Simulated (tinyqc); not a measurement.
Deformation potential from the mobility gain.

Inverse problem. Tension X along [100] raises the x valleys by D = Xu (s11 - s12) X against the y and z valleys. Their share is f = w/(w + 2), w = exp(-D/Vt), and for current along [100] mu/mu0 = [f/ml + (1 - f)/mt]/[(1/ml + 2/mt)/3]. Find f, D and Xu.

Inputs (values chosen for the exercise); values close to those of silicon:
- T = 300 K (temperature)
- s11 = 7.54 1/TPa (compliance)
- s12 = -2.09 1/TPa (compliance)
- ml = 0.929 m0 (longitudinal mass)
- mt = 0.193 m0 (transverse mass)

Constants: q = 1.602176634e-19 C, kB = 1.380649e-23 J/K, Vt = kB T/q. Results are converted to the units shown.

mu/mu0 = 1.12461723
X = 180 MPa

Solution. The gain is linear in f; w = 2 f/(1 - f).

f = 0.2176
D = 15.17 meV
Xu = 8.750 eV

Numbers from tinyqc (`OMP_NUM_THREADS=1 python tinyqc.py 2530031 2530032 out.jsonl`; about 0.01 s on one thread of a shared Intel Xeon 2.30GHz).
